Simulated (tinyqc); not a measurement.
Warping of the constant-energy contours: six-band Luttinger-Kohn model.

Six-band Luttinger-Kohn model in the basis |3/2,3/2>, |3/2,1/2>, |3/2,-1/2>, |3/2,-3/2>, |1/2,1/2>, |1/2,-1/2>, electron energies, zero at the top of the unstrained valence band. H = -[rows: (P+Q, -S, R, 0, -S/r2, r2 R); (-S*, P-Q, 0, R, -r2 Q, r32 S); (R*, 0, P-Q, S, r32 S*, r2 Q); (0, R*, S*, P+Q, -r2 R*, -S*/r2); (-S*/r2, -r2 Q, r32 S, -r2 R, P+Dso, 0); (r2 R*, r32 S*, r2 Q, -S/r2, 0, P+Dso)], r2 = sqrt(2), r32 = sqrt(3/2). Levels are twofold.

P = c g1 k^2 - av tr(e); Q = c g2 (kx^2 + ky^2 - 2 kz^2) - (b/2)(exx + eyy - 2 ezz); R = c sqrt3 [-g2 (kx^2 - ky^2) + 2i g3 kx ky] + (sqrt3/2) b (exx - eyy) - i d exy; S = 2 c sqrt3 g3 (kx - i ky) kz - d (exz - i eyz); c = hbar^2/2m0, e the strain tensor (not engineering shear).

Constants: hbar^2/2m0 = 3.80998211 eV angstrom^2.

Parameters, chosen for this exercise (near those of InSb; the results hold for these values, not for the real material): Dso = 0.808 eV (spin-orbit splitting); g1 = 34.8 (Luttinger gamma1); g2 = 15.61 (gamma2); g3 = 16.6 (gamma3); E_h = 15 meV (hole energy below the top).

No strain (e = 0). In the plane kz = 0, |k| where the top and second pairs lie E_h below the top, against the angle from [100]; m = c k^2/E_h.

Contours:

| angle (degrees) | k top (1/angstrom) | k second (1/angstrom) | m top (m0) | m second (m0) |
|---|---|---|---|---|
| 0 | 0.0332 | 0.0078 | 0.279 | 0.015 |
| 18 | 0.0359 | 0.0077 | 0.328 | 0.015 |
| 27 | 0.0390 | 0.0077 | 0.387 | 0.015 |
| 36 | 0.0423 | 0.0077 | 0.454 | 0.015 |
| 45 | 0.0438 | 0.0077 | 0.487 | 0.015 |

Give the missing row, angle (degrees) = 9.

Computed row:
```
angle (degrees)  k top (1/angstrom)  k second (1/angstrom)  m top (m0)  m second (m0)
9                            0.0339                 0.0077       0.291          0.015
```

The heavy contour reaches 1.320 times as far along [110] as along [100], the light one 0.989 times. The warping follows g3 - g2 = 0.99 and would vanish for g2 = g3. Along [100] the heavy mass is 1/(g1 - 2 g2) = 0.279 at any energy, while the light one is 0.0153, against 1/(g1 + 2 g2) = 0.0151 at the edge, for E_h/Dso = 0.02.

Run: tinyqc, `OMP_NUM_THREADS=1 python tinyqc.py 1080876 1080877 out.jsonl`; Intel(R) Xeon(R) Processor @ 2.30GHz, one thread, shared host; about 0.06 s of CPU time with all checks.
